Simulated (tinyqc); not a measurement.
Anisotropic wet etching of Si(100): plane rates, V-grooves, membranes and undercut: one step, computed by the program tinyqc.

A long slot opens the mask on a (100) wafer. The floor etches at R100; (111) walls stand at theta = arctan(sqrt2) = 54.7356 degrees to the surface and recede at R111 along their normal.

Problem. Designing a membrane from the back side. Etch depth d - membrane, time = depth/R100; for a membrane as wide as w the opening must be w + sqrt2 depth - 2 u time; oxide mask consumed R_ox x time; a 1 K error changes the depth by the fraction E/(k_B T^2); a convex mask corner, such as that of a mesa, would retreat by c x depth.

Inputs (values chosen for the exercise, close to those used for tetramethylammonium hydroxide solutions):
```
quantity                                                                  value  unit
activation energy of (100), E                                             0.625    eV
corner undercut rate over (100) rate, c                                     2.8     -
bath temperature T                                                           65     C
width w (mask opening along <110>, or membrane width in the design step)      7    um
wafer thickness d                                                           675    um
membrane thickness wanted                                                    15    um
```

R100 = 0.3776696 um/min

lateral rate u = 0.01788923 um/min

R_ox = 1.008968e-04 um/min

Constants: k_B = 8.617333262e-05 eV/K.

Give: time to reach the membrane; opening needed; oxide consumed; depth error per kelvin; retreat of a convex corner.

Solution.

time to reach the membrane = 1747.6 min

opening needed = 877.86 um

oxide consumed = 176.32 nm

depth error per kelvin = 41.863 um

retreat of a convex corner = 1848 um

The error per kelvin is 279 % of the membrane, so a timed etch cannot hold it and an etch stop is needed. A corner retreat larger than the depth shows why mesas need compensation structures. Caution: the remaining silicon is too narrow for its thickness to act as a membrane. Caution: rates also depend on concentration, doping, additives and stirring, all held fixed here.
